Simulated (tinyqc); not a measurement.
# Charge centroid from charge and shift

Question. A sheet of N electrons in the storage layer of a charge-trap cell shifts the threshold by U = (q/eps0) N (tb/eb + xc tn/en). Find xc and the distance xc tn from the blocking layer.

Inputs (values chosen for the exercise):
- tn = 5.7 nm (storage layer)
- en = 7.5 (its relative permittivity)
- tb = 9 nm (blocking layer)
- eb = 9 (its relative permittivity)

Constants: q = 1.602176634e-19 C, eps0 = 8.8541878128e-14 F/cm where lengths are in cm. Results are converted to the units shown.

N = 2.8e12 cm^-2
U = 0.76080605 V

Solution. U eps0/(q N) is the electrical distance from the gate; subtract that of the blocking layer.

xc = 0.6600
distance = 3.762 nm

Computed by the program tinyqc: `OMP_NUM_THREADS=1 python tinyqc.py 2130097 2130098 out.jsonl`, one thread of a shared Intel Xeon 2.30GHz, about 0.07 s for the whole run.
